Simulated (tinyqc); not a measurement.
Worked calculation: Weaire-Thorpe hybrids on a Bethe lattice: gap and dangling bond of an amorphous tetrahedral solid. Values are carried at full precision from step to step, so a last printed digit may differ when a step is redone from the rounded ones.

Four sp3 hybrids an atom at energy 0, coupled by -V1 on the atom and by -V2 along a bond; the bonds form a tree (no rings). For any network the gap runs at least from -V2 + V1 to V2 - 3 V1, and p-like states pile up at -V2 + V1 and V2 + V1. On the tree the gap is wider: it ends at Ec = -V1 + sqrt(V2^2 + 4 V1^2 - 2 sqrt3 V1 V2), which makes it well wider than the gaps of the real glasses. A branch seen from a hybrid has the self-energy S = V2^2 g, where g is the Green function of the hybrid across the bond, whose three partners carry S themselves. With a = z - V1, b = a - S: g = 1/(a + V1 b/(b + 3 V1)), z = E + i eta. A full atom has G = (1/b)(b + 3 V1)/(b + 4 V1) per hybrid; a dangling hybrid with shift dh has G = 1/(1/g - dh).

Parameters, chosen for this exercise (of the size of tabulated hybrid energies for amorphous silicon; the results hold for these values, not for the real material): V1 = 1.75 eV (coupling of two hybrids on one atom); V2 = 4.39 eV (coupling of the two hybrids of a bond); E = -1.33 eV (energy); eta = 0.02 eV (broadening); dh = -1.2 eV (shift of the dangling hybrid (rehybridisation)).

## Edges

Bounds -V2 + V1 and V2 - 3 V1. On the tree the s-like bands are narrower: E = -V1 -/+ sqrt(V2^2 + 4 V1^2 + V1 V2 e) with e from -2 sqrt3 to 2 sqrt3 (for a crystal, -4 to 4), so the conduction edge is -V1 + sqrt(V2^2 + 4 V1^2 - 2 sqrt3 V1 V2).

edges (eV): Ev -2.6400, Ec(bound) -0.8600, Ec(tree) 0.4657

gaps (eV): (bound, reached in the crystal) 1.7800, (tree) 3.1057

The gap needs no periodicity, only V2 > 2 V1 (here V2/V1 = 2.509); leaving out rings widens it by 1.326 eV. Two parameters give the trend, not the value.

## The self-energy at one energy

S = V2^2 g is a quadratic A S^2 + B S + C = 0 with A = a + V1, B = -(a (a + 4 V1) + V2^2), C = V2^2 (a + 3 V1), a = z - V1. Of the two roots take the one with Im S < 0 (if both qualify, the decaying one, with the smaller |V1 V2 g/(b + 3 V1)|).

A, B, C: -1.3300+0.0200i  -7.1981-0.0168i  41.8205+0.3854i

roots (eV): 3.5201+0.0347i  -8.9308-0.1287i

S = -8.9308-0.1287i eV

## Densities at that energy

With z = E + i eta, b = z - V1 - S: full atom G = (b + 3 V1)/(b (b + 4 V1)); g = S/V2^2; dangling hybrid 1/(1/g - dh); densities -Im G/pi.

G (1/eV): (bulk) 0.1476-0.0035i, (dangling with dh = 0) -0.4634-0.0067i, (dangling with dh) -1.0433-0.0339i
densities (1/eV): (bulk) 0.0011, (dangling with dh = 0) 0.0021, (dangling with dh) 0.0108

## The dangling-bond level

For eta = 0 the level solves 1/g(E) = dh inside the gap (bisection); its weight on the dangling hybrid is 1/(d(1/g)/dE), by central differences with step 1e-5 eV.

level = -0.7125 eV
above Ev = 1.9275 eV
weight on the dangling hybrid = 0.637

The level lies at 62 % of the gap of the tree; 36 % of it spreads over the back bonds.

## Checks

- Conduction edge from the formula against the zero of the discriminant: both 0.465658.
- S from the quadratic against damped iteration of S = V2^2 g: both -8.930765.

Computed by tinyqc, a small Python program: `OMP_NUM_THREADS=1 python tinyqc.py 1450414 1450415 out.jsonl` (the numbers bound the seed that draws the inputs); one thread of a shared host (Intel(R) Xeon(R) Processor @ 2.30GHz), about 0.02 s for the whole set of steps.
